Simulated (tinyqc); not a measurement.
Worked calculation: Hubbard chain of 2 sites. One step of it, computed by the program tinyqc.

Problem. Mean-field iteration 3. H(up) = T + U n(down), H(down) = T + U n(up); fill the lowest levels; n(new) = n + mixing (n(out) - n); E = tr T (rho up + rho down) + U sum n_up n_down of the output.

one-body matrix (hopping and site energies) (eV):
```
,1,2
1,0.000000,-1.850000
2,-1.850000,0.000000
```

U = 6.800000 eV

electrons, up and down: 1  1

mixing = 1

n(up) after iteration 2: 1 0.921933, 2 0.078067

n(down) after iteration 2: 1 0.078067, 2 0.921933

Give: levels, up; levels, down; energy; n(up) after iteration 3; n(down) after iteration 3.

Solution.

levels, up (eV): -0.014  6.814

levels, down (eV): -0.014  6.814

energy = -1.007 eV

n(up) after iteration 3: 1 0.920, 2 0.080

n(down) after iteration 3: 1 0.080, 2 0.920
